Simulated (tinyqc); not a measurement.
From results back to parameters: Koster-Slater impurity in an sp3s* host.

Problem. In the Koster-Slater model a defect shifts the s level of its site by Vs and the p levels by Vp; an A1 level solves 1/Vs = G_s(E) and a T2 level 1/Vp = G_p(E), E from the top of the valence band. A defect has an A1 level at E = 0.4524 eV, one of the energies of the table, and a T2 level at 0.2715 eV.

G(E) of the host (1/eV):
```
E (eV)         G_s         G_p
0.0000  -0.1493792   0.0131412
0.0905  -0.1712905  -0.0126815
0.1810  -0.1975242  -0.0356626
0.2715  -0.2297625  -0.0590309
0.3619  -0.2707257  -0.0847837
0.4524  -0.3251968  -0.1152955
0.5429  -0.4026844  -0.1546637
0.6334  -0.5264343  -0.2123101
0.7239  -0.7906019  -0.3228093
```

Find: Vs, Vp.

Solution. Read G_s and G_p at the two energies and invert them. Vs is attractive and pulls its level down from the conduction bands. Vp is attractive and pulls its level down from the conduction bands.

Vs, Vp (eV): -3.1  -16.9

Run: tinyqc, `OMP_NUM_THREADS=1 python tinyqc.py 1480853 1480854 out.jsonl`; Intel(R) Xeon(R) Processor @ 2.30GHz, one thread, shared host; about 0.01 s of CPU time with all checks.
